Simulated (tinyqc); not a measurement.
## Trapped share and trap depth from dynamic on-resistance

Problem. Traps remove the share ft of the electrons in the drain access (length Ld, sheet resistance Rsh before stress), so Ron grows by Rsh Ld ft/(1 - ft). The recovery time goes as T^(-2) exp(q Ea/(kB T)). Find ft and Ea.

Parameters, values chosen for the exercise:
```
symbol,value,unit,meaning
Ld,16,um,drain access length
```

Constants: q = 1.602176634e-19 C, kB = 1.380649e-23 J/K. Results are converted to the units shown.

Ron before and just after an off-state stress (ohm mm): 4.6104962  5.8955196
Rsh = 240.94189 ohm
recovery times at 340 and 370 K (s): 0.0042  3.2825282e-4

Solution. The rise of Ron over Rsh Ld is ft/(1 - ft); ln(t T^2) is linear in 1/T.

ft = 0.250
Ea = 0.860 eV

Program tinyqc, `OMP_NUM_THREADS=1 python tinyqc.py 2570165 2570166 out.jsonl`; Intel Xeon 2.30GHz, shared host, one thread, about 0.04 s.
